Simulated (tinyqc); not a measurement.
From results back to parameters: localisation in a chain with random site energies (transfer matrices). Two cases, with inputs chosen for the exercise.

Problem. In the localised range mean ln T = c - 2N/xi, xi being the localisation length in sites, and site energies spread evenly over a width W give xi = 24 (4t^2 - E^2)/W^2 for weak disorder. The two means come from a hidden xi.

Case 1.

Values chosen:
- t = 1.5 eV (hopping)
- E = -2.03 eV (energy)
- N1 = 58 (first length)
- N2 = 186 (second length)

mean ln T: N1 -5.99386, N2 -18.36101

Case 2.

Values chosen:
- t = 1.94 eV (hopping)
- E = -2.87 eV (energy)
- N1 = 64 (first length)
- N2 = 132 (second length)

mean ln T: N1 -13.62368, N2 -27.93947

Find: xi; W.

Solution. The slope gives xi = 2 (N2 - N1)/(difference of the means), and W = sqrt(24 (4t^2 - E^2)/xi).

Case 1.

xi = 20.7 sites
W = 2.38 eV

Case 2.

xi = 9.5 sites
W = 4.15 eV

Computed by tinyqc, one run a case: `OMP_NUM_THREADS=1 python tinyqc.py N N+1 out.jsonl` with N = 1481870, 1481920; one thread of a shared Intel(R) Xeon(R) Processor @ 2.30GHz, about 0.04 s a run at most.
